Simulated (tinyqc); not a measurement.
Worked calculation: band edges of strained Si(1-x)Ge(x) on relaxed Si(1-y)Ge(y). Values are carried at full precision from step to step, so a last printed digit may differ when a step is redone from the rounded ones.

Values are linear in the Ge fraction but for ED(x) = linear - CD x (1 - x) and a(x) = linear - Ca x (1 - x). Energies are on the common scale of Ev.

Inputs chosen for the exercise (end members near Si and Ge, in this order; shifted at random, so the results belong to these values and not to a real crystal): a = (5.437, 5.651) angstrom (lattice constant); Dso = (0.044, 0.294) eV (spin-orbit splitting); av = (2.44, 1.23) eV (valence hydrostatic potential); b = (-2.12, -2.55) eV (tetragonal shear potential); d = (-4.85, -5.34) eV (trigonal shear potential); C11 = (165.4, 128.2) GPa; C12 = (63.8, 48.4) GPa; C44 = (78.5, 67.2) GPa; Ev = (0, 0.65) eV (top of the unstrained valence band); ED = (1.163, 0.948) eV (gap to the Delta valleys); EL = (2.023, 0.739) eV (gap to the L valleys); aD = (1.89, 1.43) eV (hydrostatic potential of the Delta gap); aL = (-3.15, -3.02) eV (hydrostatic potential of the L gap); XuD = (8.83, 9.22) eV (uniaxial potential, Delta); XuL = (15.63, 15.68) eV (uniaxial potential, L); CD = 0.231 eV (bowing of the Delta gap); Ca = 0.028 angstrom (bowing of the lattice constant); x = 0 (Ge fraction of the layer); y = 0.4 (Ge fraction of the relaxed buffer); face = 111 (growth face).

## Values of the layer and the buffer

Interpolate at x and at y.

Interpolated values (a in angstrom, C11, C12, C44 in GPa, all else in eV):

| symbol | layer | buffer |
|---|---|---|
| a | 5.4370 | 5.5159 |
| Dso | 0.0440 | 0.1440 |
| av | 2.4400 | 1.9560 |
| b | -2.1200 | -2.2920 |
| d | -4.8500 | -5.0460 |
| C11 | 165.4000 | 150.5200 |
| C12 | 63.8000 | 57.6400 |
| C44 | 78.5000 | 73.9800 |
| Ev | 0.0000 | 0.2600 |
| ED | 1.1630 | 1.0216 |
| EL | 2.0230 | 1.5094 |
| aD | 1.8900 | 1.7060 |
| aL | -3.1500 | -3.0980 |
| XuD | 8.8300 | 8.9860 |
| XuL | 15.6300 | 15.6500 |

## Strain of the layer on a (111) buffer

Coherent growth on a (111) face: e_par = (a(y) - a(x))/a(x), e_perp = -(2 C11 + 4 C12 - 4 C44)/(C11 + 2 C12 + 4 C44) e_par; exx = eyy = ezz = (2 e_par + e_perp)/3 and exy = eyz = ezx = (e_perp - e_par)/3.

Use the elastic constants of the layer.

e_par = 0.014508
e_perp = -0.006501

strain tensor in the cubic axes:
```
           x          y          z
x   0.007505  -0.007003  -0.007003
y  -0.007003   0.007505  -0.007003
z  -0.007003  -0.007003   0.007505
```

The layer is under tension in the plane; its volume changes by +2.251 %.

## Conduction valleys of the layer

A valley with unit axis u lies at Ev + gap + (av + a_valley) tr(e) + Xu (u.e.u - tr(e)/3); the Delta axes are x, y, z and the L axes [111], [1-1-1], [-11-1], [-1-11]. The second-order shift of the Delta valleys under shear is left out; it lowers the pair normal to the sheared plane by tens of meV at a shear of 1 %.

Give the hydrostatic shifts, the uniaxial shifts and the edges.

hydrostatic shifts of Delta and L (eV): 0.0975  -0.0160

uniaxial shifts (eV): Delta x 0.0000, Delta y 0.0000, Delta z 0.0000, L [111] -0.2189, L [1-1-1] 0.0730, L [-11-1] 0.0730, L [-1-11] 0.0730

valley edges (eV): Delta x 1.2605, Delta y 1.2605, Delta z 1.2605, L [111] 1.7881, L [1-1-1] 2.0800, L [-11-1] 2.0800, L [-1-11] 2.0800

The lowest set is Delta6 (the digit counts whole valleys) at 1.2605 eV; the Delta valleys spread over 0 meV and the L valleys over 292 meV.

## Valence edges of the layer

Valence edges: Ev plus the levels of the 6 x 6 matrix of X, Y, Z times spin with -Dso/3 + l exx + m (eyy + ezz) on the diagonal (cyclic), n exy off it, l = av + 2 b, m = av - b, n = sqrt(3) d. Spin-orbit term (Dso/3) L.sigma on X, Y, Z with (L_k)_ij = -i epsilon_kij: <X+|H|Y+> = -i Dso/3, <X+|H|Z-> = Dso/3, <Y+|H|Z-> = -i Dso/3, <Z+|H|X-> = -Dso/3, <Z+|H|Y-> = i Dso/3, <X-|H|Y-> = i Dso/3, and their conjugates; + and - are the spin along z.

Give the strain block and the three twofold edges.

strain block (eV):
```
        X       Y       Z
X  0.0549  0.0588  0.0588
Y  0.0588  0.0549  0.0588
Z  0.0588  0.0588  0.0549
```

edges from the top (eV): 0.1602  -0.0039  -0.0355

The top two edges are split by 164 meV.

## Gap and offsets against the buffer

Buffer: Ev(y) and Ec = Ev(y) + min(ED, EL). dEc = Ec(buffer) - Ec(layer), dEv = Ev(layer) - Ev(buffer); positive values confine the carrier in the layer; type I if both have one sign.

gap of the strained layer = 1.1003 eV
gap of the buffer = 1.0216 eV
dEc = 0.0211 eV
dEv = -0.0998 eV

Type II: electrons collect in the layer (21 meV) and holes in the buffer (100 meV). The relaxed layer would have a gap of 1.163 eV, so strain has moved it by -63 meV. An offset this small is within the spread of published parameter sets, so the type is not settled by this model.

## Checks

- Mean of the three Delta edges against the hydrostatic shift alone (eV): both 1.26049.

Computed by tinyqc, a small Python program: `OMP_NUM_THREADS=1 python tinyqc.py 1081020 1081021 out.jsonl` (the numbers bound the seed that draws the inputs); one thread of a shared host (Intel(R) Xeon(R) Processor @ 2.30GHz), about 0.01 s for the whole set of steps.
